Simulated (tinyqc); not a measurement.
What each parameter does: two-dimensional electron gas with Rashba and Dresselhaus coupling.

H = c k^2/m + al (ky sx - kx sy) + b1 (kx sx - ky sy) + gam kx ky (kx sy - ky sx), s the Pauli matrices, x = [100], c = hbar^2/2m0, b1 = gam (pi/L)^2 (hard walls). H = c k^2/m + B.s, so E = c k^2/m -/+ |B| and the lower state has its spin along -B.

Constants: hbar^2/2m0 = 3.80998211 eV angstrom^2.

Inputs chosen for the exercise (of the size met in GaN; shifted at random, so the results belong to these values and not to a real crystal):
- m = 0.2293 m0 (mass)
- al = 0.007 eV angstrom (Rashba constant)
- gam = 0 eV angstrom^3 (bulk Dresselhaus constant)
- L = 237 angstrom (width of the (001) well)
- n = 6 1e11/cm^2 (sheet density (one subband filled))

Splittings 2|B| at k0 = sqrt(2 pi n) along [100], [110] and [-110], and E0 = c k0^2/m; 1e11/cm^2 = 1e-5/angstrom^2.

Results for these values:
```
case  [100] (meV)  [110] (meV)  [-110] (meV)  E0 (meV)
base       0.2718       0.2718        0.2718      6.26
```

What happens to each result for m = 0.25223 m0, all else kept?

Answer: [100] does not change at the printed digits; [110] does not change at the printed digits; [-110] does not change at the printed digits; E0 falls from 6.26 to 5.69.

The same for each parameter in turn:
```
case                     [100] (meV)  [110] (meV)  [-110] (meV)  E0 (meV)
base                          0.2718       0.2718        0.2718      6.26
m = 0.25223 m0                0.2718       0.2718        0.2718      5.69
al = 0.0084 eV angstrom       0.3262       0.3262        0.3262      6.26
gam = 3 eV angstrom^3         0.2726       0.2703        0.2733      6.26
L = 257 angstrom              0.2718       0.2718        0.2718      6.26
n = 9 1e11/cm^2               0.3329       0.3329        0.3329      9.40
```

Run: tinyqc, `OMP_NUM_THREADS=1 python tinyqc.py 1450030 1450031 out.jsonl`; Intel(R) Xeon(R) Processor @ 2.30GHz, one thread, shared host; about 0.01 s of CPU time with all checks.
